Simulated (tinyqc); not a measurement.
From one set of inputs to another, one input at a time: ion-assisted plasma etching: sheath, surface coverage, synergy and aspect-ratio dependence. Computed by tinyqc, a small Python program. Command: `OMP_NUM_THREADS=1 python tinyqc.py 3017736 3017737 out.jsonl etch ladder`. One thread of a shared host (Intel(R) Xeon(R) Processor @ 2.30GHz), about 0.02 s of CPU time with the checks.

Radicals adsorb on bare sites; ions remove covered sites with a high yield and bare sites by sputtering; a slow spontaneous reaction acts everywhere, walls included.

The inputs printed are set A. Set A is close to those used for silicon in a halogen plasma; the values taken over come from a set close to those used for silicon dioxide in a fluorocarbon plasma. Inputs not listed in the table keep their values of set A, so the rows need not describe a real material.

Inputs (values chosen for the exercise, close to those used for silicon in a halogen plasma):
```
quantity,value,unit
plasma density n_e,2.7e+10,1/cm^3
electron temperature T_e,4.2,eV
ion mass M_i,35.5,u
sheath voltage V,190,V
radical density n,1e+14,1/cm^3
radical mass M_n,35.5,u
gas temperature T_g,400,K
sticking coefficient s,0.65,-
radicals per removed unit x,3,-
yield slope b,0.25,eV^(-1/2)
threshold E_th,24,eV
sputter slope b_p,0.017,eV^(-1/2)
sputter threshold E_p,27,eV
spontaneous reaction probability k_c,0.0019,-
solid density N,5e+22,1/cm^3
ion temperature T_i,0.49,eV
aspect ratio A,4.8,-
```

Feature: long trench.

Constants: e = 1.602176634e-19 C; u = 1.6605390666e-27 kg; k_B = 1.380649e-23 J/K; eps_0 = 8.8541878128e-12 F/m.

Method:
- Bohm speed u_B = sqrt(e T_e/M_i); ion flux G_i = 0.61 n_e u_B; radical flux G_n = n c/4 with c = sqrt(8 k_B T_g/(pi M_n)).
- Debye length lambda_D = sqrt(eps_0 T_e/(e n_s)) with n_s = 0.61 n_e, T_e in volts; Child-law sheath d = (sqrt2/3) lambda_D (2 V/T_e)^(3/4); ion energy E = V + T_e/2; angular spread = arctan(sqrt(T_i/E)).
- Yields: Y = b (sqrt(E) - sqrt(E_th)) on covered sites, Y_p = b_p (sqrt(E) - sqrt(E_p)) on bare ones (zero below threshold).
- Steady coverage: s G_n (1 - theta) = x Y G_i theta; removal flux = Y G_i theta + Y_p G_i (1 - theta) + k_c G_n; rate = flux/N, 1 cm/s = 6e8 nm/min.
- Lateral rate = k_c G_n/N; anisotropy = 1 - lateral/vertical; synergy = vertical/(ions alone + radicals alone), with ions alone Y_p G_i/N and radicals alone the lateral rate.
- Transmission of a long trench, rough form: K = (1 + ln(1 + A))/(1 + A + ln(1 + A)), walls that scatter diffusely without loss. With a loss probability S = s (1 - theta) at the floor, G_b/G_n = K/(K + S - K S); theta follows G_b, and the two are solved together. Ions are taken to reach the floor unshadowed; G_b replaces G_n in every term of the rate; A is depth over width.

Each row keeps all changes above it:
```
input moved,from,to,vertical rate (nm/min),rate at the floor (nm/min),synergy
set A,-,-,171.15,169.41,4.543
spontaneous reaction probability k_c,0.0019,5.2e-06,143.38,143.06,14.467
plasma density n_e (1/cm^3),2.7e+10,8.2e+10,401.26,393.91,13.400
aspect ratio A,4.8,37,401.26,350.19,13.400
yield slope b (eV^(-1/2)),0.25,0.14,237.84,229.17,7.942
radical density n (1/cm^3),1e+14,8.9e+12,148.03,68.86,4.955
ion mass M_i (u),35.5,50,132.76,63.88,5.273
gas temperature T_g (K),400,350,129.65,61.49,5.150
```

Where does the difference come from?

Vertical rate goes from 171 to 130, a factor 0.758 in all. The largest single move comes from plasma density n_e (a factor 2.80), but it runs against the net change; the largest move in the direction of the net change is yield slope b (a factor 0.593). Rate at the floor goes from 169 to 61.5, a factor 0.363 in all. The largest single move comes from radical density n (a factor 0.300), and plasma density n_e works against it (a factor 2.75). Synergy goes from 4.54 to 5.15, a factor 1.13 in all. The largest single move comes from spontaneous reaction probability k_c (a factor 3.18), and yield slope b works against it (a factor 0.593). The single moves hold for this order of the switches; the total does not depend on the order.

Caution (all rows): the trench transmission is an interpolation between the limits 1 and ln(A)/A, good to tens of per cent. Caution (rows aspect ratio A, yield slope b, radical density n, ion mass M_i, gas temperature T_g): at this aspect ratio many ions strike the walls, so ion shadowing, left out here, adds to the lag.

Extremes, crossings and ranges named in words are read from the listed rows.
